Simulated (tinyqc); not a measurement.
Changing the insulator thickness t_ox: MOS capacitor with interface traps: C-V stretch-out, conductance peak and subthreshold swing. Computed by tinyqc, a small Python program. Command: `OMP_NUM_THREADS=1 python tinyqc.py 3019318 3019319 out.jsonl mostraps sweep`. One thread of a shared host (Intel(R) Xeon(R) Processor @ 2.30GHz), about 0.01 s of CPU time with the checks.

Energies at the interface are counted from the valence band. psi > 0 means bending towards depletion, so the surface potential is -psi. Boltzmann statistics, full ionisation, no quantum confinement. Traps are neutral when filled up to E_n, with a sharp (zero-temperature) occupation.

Inputs (values chosen for the exercise, for a model semiconductor):
```
quantity                              value         unit
gap E_g                                2.97           eV
electron mass m_e                      0.47          m_0
valleys M_c                               3            -
hole mass m_h                          2.55          m_0
dielectric constant eps_s               8.3            -
doping N                            3.5e+15        cm^-3
insulator constant eps_ox              20.5            -
work-function difference phi_ms      -0.055            V
fixed charge N_f                    1.6e+12        cm^-2
trap density D_0                      3e+11  cm^-2 eV^-1
neutrality level E_n                   1.79           eV
band bending towards depletion psi     0.29            V
temperature T                           200            K
edge density D_1                    3.9e+12  cm^-2 eV^-1
tail width w                           0.12           eV
```

Substrate: n-type. Trap spectrum: U-shaped.

Constants: m_0 = 9.1093837015e-31 kg; k_B = 1.380649e-23 J/K; h = 6.62607015e-34 J s; k_B = 8.617333262e-05 eV/K; eps_0 = 8.8541878128e-12 F/m; e = 1.602176634e-19 C.

Method:
- N_c = 2 M_c (2 pi m_e k_B T/h^2)^(3/2) and N_v = 2 (2 pi m_h k_B T/h^2)^(3/2), masses in units of m_0.
- n_i = sqrt(N_c N_v) exp(-E_g/2 k_B T); E_F = E_g - k_B T ln(N_c/N); phi_B = (k_B T/e) ln(N/n_i); L_D = sqrt(eps_s eps_0 k_B T/(e^2 N)); C_ox = eps_ox eps_0/t_ox.
- With u = psi/k_B T and r = (n_i/N)^2: F = sqrt(exp(-u) + u - 1 + r (exp(u) - u - 1)); Q_s = +sign(u) sqrt(2) eps_s eps_0 (k_B T/e) F/L_D; C_s = (eps_s eps_0/(sqrt(2) L_D)) |1 - exp(-u) + r (exp(u) - 1)|/F; at high frequency, below strong inversion, the terms in r are dropped.
- D(E) = D_0 + D_1 [exp(-E/w) + exp(-(E_g - E)/w)].
- E_F at the interface is E_s = E_F - psi; Q_it = -e int from E_n to E_s of D(E) dE; C_it = e D(E_s) (per volt); V_G = phi_ms - psi - (Q_s + Q_it + e N_f)/C_ox.
- C_LF = [1/C_ox + 1/(C_s + C_it)]^-1; C_HF = [1/C_ox + 1/C_s(HF)]^-1; high-low estimate D = [(1/C_LF - 1/C_ox)^-1 - (1/C_HF - 1/C_ox)^-1]/e; stretch-out |dV_G/d psi| = 1 + (C_s + C_it)/C_ox; swing factor at this bending (the subthreshold swing when psi lies between phi_B and 2 phi_B) S = ln(10) (k_B T/e)(1 + (C_s(HF) + C_it)/C_ox).

One run for each value:
```
insulator thickness t_ox (nm)  swing factor S (mV/decade)  C_HF (microF/cm^2)  stretch-out  gate voltage V_G (V)
1.5                                                39.988            0.027423       1.0077               -0.3643
2.7                                                40.231            0.027373       1.0138               -0.3797
5.0                                                40.697            0.027278       1.0255               -0.4093
9.1                                                41.527            0.027111       1.0464               -0.4620
17.0                                               43.127            0.026795       1.0868               -0.5635
30.0                                               45.760            0.026291       1.1531               -0.7307
55.0                                               50.823            0.025372       1.2807               -1.0520
100.0                                              59.937            0.023870       1.5103               -1.6305
```

Over the rows, swing factor S (mV/decade) rises from 40.0 to 59.9 (exponent d ln y / d ln x 0.010 between the first rows and 0.28 between the last); C_HF (microF/cm^2) falls from 0.0274 to 0.0239 (exponent d ln y / d ln x -0.0031 between the first rows and -0.10 between the last); stretch-out rises from 1.01 to 1.51 (exponent d ln y / d ln x 0.010 between the first rows and 0.28 between the last). At the low end the exponent of C_HF is 0.00, close to 0: the depletion capacitance rules the series. A thinner insulator raises C_ox, so the same traps and the same depletion layer cost less gate voltage.

Caution (all rows): traps deeper than about 24 k_B T and minority carriers reach equilibrium slowly or not at all, so the charges here are limits for very slow sweeps.
